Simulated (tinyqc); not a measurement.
From results back to parameters: polytypes by hexagonality, and a cubic inclusion as a quantum well. Two cases, with inputs chosen for the exercise.

Problem. A square well of depth V with masses m_w inside and m_b outside (first and second entry of m) binds its lowest level at the given depth below the barrier: k tan(k L/2) = (m_w/m_b) q, k = sqrt(m_w E/c), q = sqrt(m_b (V - E)/c), c = hbar^2/2m0. How many double layers wide is it?

Constants: hbar^2/2m0 = 3.80998211 eV angstrom^2.

Case 1.

Values chosen (out of a larger set: of the order of those of GaAs; not measured data): m = (0.066, 0.068) m0 (electron mass along c in the cubic layer and in the host); d = 3.267 angstrom (thickness of a double layer).

V = 0.11700 eV
depth V - E = 0.01860 eV

Case 2.

Values chosen (out of a larger set: of the order of those of SiC; not measured data): m = (0.292, 0.349) m0 (electron mass along c in the cubic layer and in the host); d = 2.526 angstrom (thickness of a double layer).

V = 0.92650 eV
depth V - E = 0.56002 eV

Find: k; q; L; N.

Solution. L = (2/k) arctan((m_w/m_b) q/k), and N = L/d.

Case 1.

k = 0.0413 1/angstrom
q = 0.0182 1/angstrom
L = 19.60 angstrom
N = 6.0

Case 2.

k = 0.1676 1/angstrom
q = 0.2265 1/angstrom
L = 10.10 angstrom
N = 4.0

Computed by tinyqc, one run a case: `OMP_NUM_THREADS=1 python tinyqc.py N N+1 out.jsonl` with N = 1851252, 1851273; one thread of a shared Intel(R) Xeon(R) Processor @ 2.30GHz, about 0.08 s a run at most.
